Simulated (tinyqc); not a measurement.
# Gain factor and gap resistance from two string resistances

Question. At small bit-line voltage each of the 96 cells has the resistance 1/(K x) at overdrive x (no mobility reduction) in series with a gap resistance Rg. Find K, Rg and the share of the gaps at the higher overdrive.

resistance of a string of 96 equal cells at overdrives of 3.1 and 7.4 V (kohm): 2079.4839  954.81081

Answer. The resistance per cell is a straight line in 1/x with slope 1/K and intercept Rg.

K = 16.0 uA/V^2
Rg = 1.50 kohm
share of the gaps = 15.1 %

tinyqc, about 0.8 s, one thread, Intel Xeon 2.30GHz (shared host): `OMP_NUM_THREADS=1 python tinyqc.py 2142271 2142272 out.jsonl`
